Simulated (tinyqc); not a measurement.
Worked calculation: thin (001) film in sp3s* tight binding with raised dangling bonds. Values are carried at full precision from step to step, so a last printed digit may differ when a step is redone from the rounded ones.

sp3s* tight binding, nearest neighbours only: anion (a) at 0, cation (c) at a/4 (1,1,1), orbitals s, px, py, pz, s* on each; k in units of 2 pi/a. With phases e_j = exp(i (pi/2) k.n_j) for n = (1,1,1), (1,-1,-1), (-1,1,-1), (-1,-1,1): g0 = (e1+e2+e3+e4)/4, g1 = (e1+e2-e3-e4)/4, g2 = (e1-e2+e3-e4)/4, g3 = (e1-e2-e3+e4)/4. The diagonal holds the levels Esa, Epa, Exa (s*) and Esc, Epc, Exc. Anion-cation block: <sa|sc> = Vss g0; <sa|xc> = Vsapc g1; <xa|sc> = -Vscpa g1; <xa|xc> = Vxx g0; <xa|yc> = <ya|xc> = Vxy g3, <xa|zc> = <za|xc> = Vxy g2, <ya|zc> = <za|yc> = Vxy g1; <s*a|xc> = Vxapc g1; <xa|s*c> = -Vpaxc g1; y and z take g2 and g3 in place of g1; s-s* and s*-s* vanish.

Values chosen for the exercise (out of a larger set: near a published set for Ge, fitted to gaps, whose masses and valley positions are rough; the L valleys, lowest in Ge, lie off zero in-plane momentum and are not seen; not measured data):
- p = (-5.907, 1.622, -5.907, 1.622, 6.364, 6.364, -6.838, 1.613, 4.85, 5.516, 5.516, 5.199, 5.199) eV (order Esa, Epa, Esc, Epc, Exa, Exc, Vss, Vxx, Vxy, Vsapc, Vscpa, Vxapc, Vpaxc)
- N = 5 (atomic planes in the small film)
- dl = 30 eV (shift of the dangling hybrids)

## Bulk edges along [001]

Gap at Gamma and minimum on (0,0,kz), kz from 0.5 to 1, from the bulk Ev. States at zero in-plane momentum come from this line alone.

edges (eV): Gamma 0.9220, Delta 0.8125

kz of the minimum = 0.8063 2 pi/a

## The two blocks of the small film

Planes alternate anion (a), cation (c) along [001], a/4 apart, starting with an anion; zero in-plane momentum; levels counted from the bulk Ev, the lower root of [[Epa, Vxx], [Vxx, Epc]]; no spin-orbit coupling. Block of s, pz, s*: from an anion to the cation above, Vss/2 (s,s), Vsapc/2 (s,z), -Vscpa/2 (z,s), Vxx/2 (z,z), Vxapc/2 (s*,z), -Vpaxc/2 (z,s*); to the cation below the same with the s-z and s*-z signs reversed. Block of u = (px + py)/sqrt2 and v = (px - py)/sqrt2: to the cation above (Vxx + Vxy)/2 for u and (Vxx - Vxy)/2 for v, to the cation below the reverse. Each surface atom has two dangling sp3 hybrids; raising both by dl adds (dl/2) [[1, t], [t, 1]] to its s, pz levels (t = -1 at the bottom face, +1 at the top) and dl to the one of u, v in whose plane the missing bonds lie (v for a bottom anion or a top cation, u for a top anion).

Fill them in.

s, pz, s* block (eV):
```
         sa1      za1    *a1     sc2     zc2     *c2     sa3     za3     *a3     sc4     zc4     *c4
sa1    9.084  -15.000      0  -3.419   2.758       0       0       0       0       0       0       0
za1  -15.000   16.613      0  -2.758   0.806  -2.599       0       0       0       0       0       0
*a1        0        0  6.355       0   2.599       0       0       0       0       0       0       0
sc2   -3.419   -2.758      0  -5.916       0       0  -3.419   2.758       0       0       0       0
zc2    2.758    0.806  2.599       0   1.613       0  -2.758   0.806  -2.599       0       0       0
*c2        0   -2.599      0       0       0   6.355       0   2.599       0       0       0       0
sa3        0        0      0  -3.419  -2.758       0  -5.916       0       0  -3.419   2.758       0
za3        0        0      0   2.758   0.806   2.599       0   1.613       0  -2.758   0.806  -2.599
*a3        0        0      0       0  -2.599       0       0       0   6.355       0   2.599       0
sc4        0        0      0       0       0       0  -3.419  -2.758       0  -5.916       0       0
zc4        0        0      0       0       0       0   2.758   0.806   2.599       0   1.613       0
*c4        0        0      0       0       0       0       0  -2.599       0       0       0   6.355
sa5        0        0      0       0       0       0       0       0       0  -3.419  -2.758       0
za5        0        0      0       0       0       0       0       0       0   2.758   0.806   2.599
*a5        0        0      0       0       0       0       0       0       0       0  -2.599       0

        sa5     za5     *a5
sa1       0       0       0
za1       0       0       0
*a1       0       0       0
sc2       0       0       0
zc2       0       0       0
*c2       0       0       0
sa3       0       0       0
za3       0       0       0
*a3       0       0       0
sc4  -3.419   2.758       0
zc4  -2.758   0.806  -2.599
*c4       0   2.599       0
sa5   9.084  15.000       0
za5  15.000  16.613       0
*a5       0       0   6.355
```

u, v block (eV):
```
       ua1     va1     uc2     vc2     ua3     va3     uc4     vc4     ua5    va5
ua1  1.613       0   3.232       0       0       0       0       0       0      0
va1      0  31.613       0  -1.619       0       0       0       0       0      0
uc2  3.232       0   1.613       0  -1.619       0       0       0       0      0
vc2      0  -1.619       0   1.613       0   3.232       0       0       0      0
ua3      0       0  -1.619       0   1.613       0   3.232       0       0      0
va3      0       0       0   3.232       0   1.613       0  -1.619       0      0
uc4      0       0       0       0   3.232       0   1.613       0  -1.619      0
vc4      0       0       0       0       0  -1.619       0   1.613       0  3.232
ua5      0       0       0       0       0       0  -1.619       0  31.613      0
va5      0       0       0       0       0       0       0   3.232       0  1.613
```

## Levels of the small film

Diagonalise both blocks.

levels of the s, pz, s* block (eV): -12.103  -10.195  -7.040  -2.882  1.277  1.434  1.451  2.306  6.355  6.509  7.661  8.843  9.546  28.547  28.551

levels of the u, v block (eV): -2.542  -2.542  -0.934  -0.934  4.105  4.105  5.735  5.735  31.701  31.701

No level lies between 0 and the bulk edge 0.813 eV; confinement has widened the gap at zero in-plane momentum to 2.211 eV.

## Checks

- Lowest conduction level of 201 planes, with the dangling hybrids shifted far away, against the bulk edge: 0.8130 against 0.8125.

Run: tinyqc, `OMP_NUM_THREADS=1 python tinyqc.py 1450130 1450131 out.jsonl`; Intel(R) Xeon(R) Processor @ 2.30GHz, one thread, shared host; about 0.3 s of CPU time with all checks.
